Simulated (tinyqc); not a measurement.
# Undoped symmetric double-gate MOSFET, analytic potential model: effect of the temperature

An undoped body of thickness ts between two equal insulators and tied gates; long channel, electrons only, n = ni exp((psi - V)/Vt) with V the quasi-Fermi potential (0 at the source, Vd at the drain), constant mobility, no quantisation. Across the body psi(x) = V - 2 Vt ln[(ts/(2 beta)) sqrt(q ni/(2 eps0 eps_r Vt)) cos(2 beta x/ts)], x from the centre. Q is the electron charge per area of the whole body.

Nc and Nv are given at 300 K and scale as (T/300 K)^1.5; Eg and mu are held fixed. ni = sqrt(Nc Nv) exp(-Eg/(2 Vt)), Eg in volts; r = eps_r tox/(eox ts); V0 = dphi + 2 Vt ln[(2/ts) sqrt(2 eps0 eps_r Vt/(q ni))]. beta (between 0 and pi/2) solves (Vg - V0 - V)/(2 Vt) = ln(beta) - ln(cos beta) + 2 r beta tan(beta). Q = 8 eps0 eps_r Vt beta tan(beta)/ts; I = mu (1/L)(4 eps0 eps_r/ts)(2 Vt)^2 [g(beta_s) - g(beta_d)] per width, g = beta tan(beta) - beta^2/2 + r beta^2 tan^2(beta), with beta_s at V = 0 and beta_d at V = Vd.  I(low) is taken at Vg = 0.18 V, Qs and I(high) at Vg = 0.93 V.

Values chosen for this exercise; material values those of a made-up semiconductor: band gap Eg = 0.792 eV; relative permittivity of the semiconductor eps_r = 14.4; conduction-band density of states at the reference temperature Nc = 1.16e19 cm^-3; valence-band density of states at the reference temperature Nv = 7e18 cm^-3; relative permittivity of the gate insulator eox = 9.4; insulator thickness tox = 4.4 nm; body thickness ts = 6 nm; gate work function less that of the intrinsic body dphi = 0.05 V; channel mobility mu = 170 cm^2/(V s); gate length L = 1 um; drain voltage Vd = 0.3 V.

Constants: q = 1.602176634e-19 C, kB = 1.380649e-23 J/K, Vt = kB T/q, eps0 = 8.8541878128e-14 F/cm where lengths are in cm. Results are converted to the units shown.

Effect of the temperature:
```
T (K),V0 (V),I(low) (nA/um),Qs(high) (nC/cm^2),I(high) (uA/um)
220,0.4361,0.001413,1631,57.03
250,0.4333,0.01048,1629,57.21
280,0.4305,0.05222,1629,57.49
310,0.4274,0.1957,1631,57.85
340,0.4243,0.5933,1635,58.29
370,0.4210,1.529,1641,58.79
400,0.4177,3.470,1648,59.34
430,0.4142,7.107,1656,59.94
```

As T goes from 220 to 430 K, I(low) rises from 0.00141 to 7.11 nA/um and I(high) rises from 57.0 to 59.9 uA/um. V0 falls from 0.436 to 0.414 V. In every row the surface density at the source at the higher gate voltage passes 0.3 Nc, where Boltzmann statistics fail. In every row the mobility is held fixed, though a real one changes with T. In every row the body is thin enough for quantum confinement, left out here, to raise the threshold.

Numbers from tinyqc (`OMP_NUM_THREADS=1 python tinyqc.py 2440079 2440080 out.jsonl`; about 0.01 s on one thread of a shared Intel Xeon 2.30GHz).
